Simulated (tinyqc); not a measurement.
# Slope factor and drain-induced lowering from three currents

Problem. With source and body at 0 V, I = A exp((Vg + dd Vd)/(nf Vt)) (1 - exp(-Vd/Vt)). Find nf, the swing nf Vt ln 10 and dd.

Parameters, values chosen for the exercise: temperature T = 378 K.

Constants: q = 1.602176634e-19 C, kB = 1.380649e-23 J/K, Vt = kB T/q. Results are converted to the units shown.

currents at (Vg, Vd) = (0, 0.05), (0, 0.8) and (0.06, 0.8) V (nA/um): 0.18282225  0.69756132  2.4421713

Answer. The pair at equal Vd gives nf; the pair at equal Vg, after dividing out the factors 1 - exp(-Vd/Vt), gives dd.

nf = 1.47
swing = 110 mV/decade
dd = 0.0700

tinyqc, about 0.03 s, one thread, Intel Xeon 2.30GHz (shared host): `OMP_NUM_THREADS=1 python tinyqc.py 2242273 2242274 out.jsonl`
